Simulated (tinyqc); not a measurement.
Admittance spectroscopy of a deep trap: two steps of the calculation.

Schottky contact on an n-type layer with shallow donors Nd (all ionised) and a donor-like deep trap, neutral when filled and positive when empty; depletion approximation. Traps within lam of the depletion edge stay filled. The traps at xt = W - lam, where the level crosses the Fermi level, follow a slow signal and not a fast one. w = 2 pi f.

Values chosen for this exercise; material values close to those of silicon:
```
symbol    value   unit                                      meaning
eps_r      11.7                               relative permittivity
Nc      2.82e19  cm^-3   conduction-band density of states at 300 K
vth       2.3e7   cm/s                    thermal velocity at 300 K
Nd       1.6e16  cm^-3                        shallow donor density
Vbi         0.8      V                             built-in voltage
Et         0.35     eV  depth of the trap below the conduction edge
sn      1.3e-16   cm^2                        capture cross-section
Nt       1.6e15  cm^-3                                 trap density
Vr            0      V                                 reverse bias
f          1100     Hz                             signal frequency
T           251      K                                  temperature
```

Constants: q = 1.602176634e-19 C, kB = 1.380649e-23 J/K, eps0 = 8.8541878128e-14 F/cm where lengths are in cm. Results are converted to the units shown.

Task 1. Widths and limiting capacitances. lam = sqrt(2 eps0 eps_r (EF - ET)/(q Nd)), EF - ET = Et - (kB T/q) ln(Nc(T)/Nd), Nc(T) = Nc (T/300 K)^1.5. In the steady state at the band bending V, 2 eps0 eps_r V/q = Nd W^2 + Nt (W - lam)^2 (the second term only if W > lam). V = Vbi + Vr. C_HF = eps0 eps_r/W, C_LF = eps0 eps_r (Nd + Nt)/(Nd W + Nt xt).

Wanted: lam; W; xt; C_HF; C_LF.

Result 1.

lam = 125.3 nm
W = 251.1 nm
xt = 125.9 nm
C_HF = 41.25 nF/cm^2
C_LF = 43.21 nF/cm^2

The step is 4.75 % of C_HF.

Task 2. Admittance at the signal frequency. Emission rate en = sn vth(T) Nc(T) exp(-Et/kB T) = sn g T^2 exp(-Et/kB T), g = vth Nc/(300 K)^2, as vth goes as T^0.5 and Nc as T^1.5 (degeneracy factor 1). Inflection frequency w0 = 2 en [1 + Nt xt/(Nd W)]; C = C_HF + (C_LF - C_HF)/(1 + (w/w0)^2), G/w = (C_LF - C_HF)(w/w0)/(1 + (w/w0)^2).

W = 251.14437 nm
xt = 125.88851 nm
C_HF = 41.248783 nF/cm^2
C_LF = 43.207828 nF/cm^2

Give: en; w0/(2 pi); C; G/w.

Result 2.

en = 5539.2 1/s
w0/(2 pi) = 1851.6 Hz
C = 42.697 nF/cm^2
G/w = 0.86024 nF/cm^2

The signal lies near the inflection, where the loss is largest.

tinyqc, about 0.01 s, one thread, Intel Xeon 2.30GHz (shared host): `OMP_NUM_THREADS=1 python tinyqc.py 2050154 2050155 out.jsonl`
